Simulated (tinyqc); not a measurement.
# Surface Green function of a zigzag honeycomb ribbon two chains wide, Sancho-Rubio decimation: densities of states against energy

A semi-infinite lead of cells 0, 1, 2, ... with H0 inside a cell and H1 = <cell i|H|cell i + 1>. Cell of four sites joined 1-2-3-4 by -t; site 2 joins site 1 of the next cell and site 3 joins site 4 of the next cell. z = E + i eta.

Start with e_s = e = H0, a = H1, b = H1^dagger. Each round: g = (z - e)^(-1); e_s <- e_s + a g b; e <- e + a g b + b g a; a <- a g a; b <- b g b (all with the old a, b). Round k joins cells 2^k apart. Stop when the largest entry of the matrices a and b is below 1e-12 eV; g_s = (z - e_s)^(-1), bulk (z - e)^(-1), density of states -Im Tr/pi. Here eta = 0.001 eV. Open modes are the crossings of E with the bands of H0 + H1 exp(ik) + H1^dagger exp(-ik) for 0 < k < pi.

H0 (eV):
```
      1     2     3     4
1     0  -2.3     0     0
2  -2.3     0  -2.3     0
3     0  -2.3     0  -2.3
4     0     0  -2.3     0
```

H1 (eV):
```
      1  2  3     4
1     0  0  0     0
2  -2.3  0  0     0
3     0  0  0  -2.3
4     0  0  0     0
```

Densities of states against energy:
```
E (eV)  open modes  rounds  surface (1/eV)  bulk (1/eV)
-6.48            0       5        1.412e-4     2.666e-4
-5.3             1      15          0.3273       0.2889
-4.12            1      16          0.3110       0.1871
-2.95            2      16          0.4165       0.4671
-1.77            1      16          0.2714       0.1856
-0.59            1      16          0.3133       0.1925
0.59             1      16          0.3133       0.1925
1.77             1      16          0.2714       0.1856
2.95             2      16          0.4165       0.4671
4.12             1      16          0.3110       0.1871
5.3              1      15          0.3273       0.2889
6.48             0       5        1.412e-4     2.666e-4
```

Read the table: what changes, and by how much?

The bands of the infinite lead run over -5.89 to -2.30, -3.59 to 0, 0 to 3.59, 2.30 to 5.89 eV. The rounds lie between 5 and 16, 5.0 on average outside the bands and 15.8 inside. The surface density of states is largest at E = -2.95 and 2.95 eV among the rows (0.416 1/eV, bulk 0.467).

Program tinyqc, `OMP_NUM_THREADS=1 python tinyqc.py 2680033 2680034 out.jsonl`; Intel Xeon 2.30GHz, shared host, one thread, about 0.05 s.
